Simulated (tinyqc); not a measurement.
Dopant redistribution at a moving silicon-oxide interface during parabolic oxidation: one step, computed by the program tinyqc.

Uniformly doped silicon is oxidised with x_ox = sqrt(B t); the interface advances into the silicon by alpha x_ox, alpha = 0.44. The dopant does not move in the oxide, and at the interface C(silicon) = m C(oxide).

Question. Interface concentration. With the dopant diffusivity D and s = alpha x_ox/(2 sqrt(D t)), in the silicon C = C_B + (C_s - C_B) erfc(y/(2 sqrt(D t)))/erfc(s), y from the original surface. Dopant balance at the interface gives C_s/C_B = 1/[1 + (1/(m alpha) - 1) g], g = sqrt(pi) s exp(s^2) erfc(s).

Inputs (values chosen for the exercise, modelled on antimony in silicon under steam): segregation coefficient m = C(silicon)/C(oxide) = 8; bulk doping C_B = 2.3e+16 1/cm^3; temperature T = 1125 C.

s = 1.369454

Give: g; ratio C_s/C_B; C_s in the silicon; concentration in the oxide.

Answer.

g = 0.8358

ratio C_s/C_B = 2.490

C_s in the silicon = 5.726e+16 1/cm^3

concentration in the oxide = 7.158e+15 1/cm^3

m alpha = 3.520: the oxide rejects dopant, which piles up in the silicon. For a very fast interface the ratio would tend to m alpha. Caution: parabolic growth needs an oxide much thicker than the Deal-Grove length A, which fails for thin films and low temperatures; oxidation-enhanced or retarded diffusion is ignored.
